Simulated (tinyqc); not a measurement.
## Electron mobility in a silicon inversion layer, empirical terms and Matthiessen rule: effect of the temperature

Inversion layer of sheet density Ns on a uniformly doped body, under a high-permittivity gate with an interlayer. The mobility terms are empirical power laws with prefactors chosen for the exercise; adding their inverses (Matthiessen) is itself an approximation.

Nc and Nv are given at 325 K and scale as (T/325 K)^1.5; Eg is fixed. ni = sqrt(Nc Nv) exp(-Eg/(2 Vt)), Eg in volts; Ndep = sqrt(2 eps0 eps_r Nb (2 Vt ln(Nb/ni) + Vsb)/q); E = q (Ndep + eta Ns)/(eps0 eps_r), in MV/cm. With t = T/(300 K): muC = Ac (Ns/1e12 cm^-2) t/(Nb/1e17 cm^-3 + Nit/1e11 cm^-2), muP = Ap E^(-1/3) t^(-1.75), muS = As E^(-gs), muR = Ar exp(2 ti/lr)/t; 1/mu is the sum of the inverses.

Values chosen for this exercise; material values close to those of silicon:

| symbol | value | unit | meaning |
|---|---|---|---|
| Eg | 1.12 | eV | band gap |
| eps_r | 11.9 |  | relative permittivity of the semiconductor |
| Nc | 3.16e19 | cm^-3 | conduction-band density of states at the reference temperature |
| Nv | 2.98e19 | cm^-3 | valence-band density of states at the reference temperature |
| Nb | 2e18 | cm^-3 | body doping |
| Vsb | 0.3 | V | reverse body bias |
| eta | 0.5 |  | weight of the inversion charge in the effective field |
| Ap | 439 | cm^2/(V s) | phonon-limited mobility at 1 MV/cm and 300 K |
| As | 1030 | cm^2/(V s) | roughness-limited mobility at 1 MV/cm |
| gs | 2 |  | exponent of the roughness term |
| Ac | 2700 | cm^2/(V s) | Coulomb prefactor |
| Nit | 8.6e11 | cm^-2 | charge at the interface |
| Ar | 290 | cm^2/(V s) | remote-phonon mobility without interlayer |
| ti | 1.3 | nm | interlayer thickness |
| lr | 0.5 | nm | decay length of remote phonons |
| Ns | 1.5e12 | cm^-2 | inversion density |

Constants: q = 1.602176634e-19 C, kB = 1.380649e-23 J/K, Vt = kB T/q, eps0 = 8.8541878128e-14 F/cm where lengths are in cm. Results are converted to the units shown.

Effect of the temperature:

| T (K) | E (MV/cm) | muC (cm^2/(V s)) | muP (cm^2/(V s)) | muS (cm^2/(V s)) | muR (cm^2/(V s)) | mu (cm^2/(V s)) |
|---|---|---|---|---|---|---|
| 120 | 1.0350 | 56.643 | 2157.1 | 961.52 | 1.3142e5 | 52.177 |
| 160 | 1.0282 | 75.524 | 1306.7 | 974.23 | 98567 | 66.478 |
| 200 | 1.0205 | 94.406 | 886.51 | 988.97 | 78853 | 78.466 |
| 250 | 1.0098 | 118.01 | 602.02 | 1010.0 | 63083 | 89.758 |
| 300 | 0.99813 | 141.61 | 439.27 | 1033.9 | 52569 | 96.857 |
| 350 | 0.98550 | 165.21 | 336.84 | 1060.5 | 45059 | 100.13 |
| 400 | 0.97203 | 188.81 | 267.87 | 1090.1 | 39427 | 100.28 |
| 450 | 0.95776 | 212.41 | 219.05 | 1122.8 | 35046 | 98.116 |

What does the comparison show?

As T goes from 120 to 450 K, E falls from 1.03 to 0.958 MV/cm and mu goes from 52.2 through a maximum of 100 (at T = 400 K among the rows listed) to 98.1 cm^2/(V s). The Coulomb term is the smallest in the first and the last row. Coulomb scattering weakens and phonon scattering grows with T, hence the maximum. For T = 120 to 160 K dopant freeze-out and degenerate screening, left out here, matter.

Computed by the program tinyqc: `OMP_NUM_THREADS=1 python tinyqc.py 2510059 2510060 out.jsonl`, one thread of a shared Intel Xeon 2.30GHz, about 0.01 s for the whole run.
